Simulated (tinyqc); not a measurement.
Polycrystalline film, grain-boundary barriers (Seto model): one step of the calculation.

One-dimensional grains of size Lg with donors N; each boundary has Qt acceptor-like traps per area at one level Et below the band edge. Trapped electrons qt deplete a width w = qt/N (both sides together) and raise a barrier Vb = q N w^2/(8 eps0 eps_r). Current crosses the barriers by thermionic emission at small bias. Abrupt depletion, full ionisation, Boltzmann statistics.

Task. Critical doping and limits of the barrier. N* = Qt/Lg; fully depleted grains have Vb = q N Lg^2/(8 eps0 eps_r), filled traps Vb = q Qt^2/(8 eps0 eps_r N); the true barrier cannot exceed the smaller.

Values chosen for this exercise; values close to those of polycrystalline silicon:
```
symbol   value   unit                                     meaning
eps_r     11.7         relative permittivity of the semiconductor
Lg         200     nm                                  grain size
Qt      3.8e12  cm^-2                  trap density at a boundary
N       4.1e16  cm^-3                               donor density
```

Constants: q = 1.602176634e-19 C, eps0 = 8.8541878128e-14 F/cm where lengths are in cm. Results are converted to the units shown.

Give: N*; Vb, fully depleted; Vb, traps filled.

Result.

N* = 1.900e17 cm^-3
Vb, fully depleted = 0.3171 V
Vb, traps filled = 6.809 V

Numbers from tinyqc (`OMP_NUM_THREADS=1 python tinyqc.py 2610028 2610029 out.jsonl`; about 0.01 s on one thread of a shared Intel Xeon 2.30GHz).
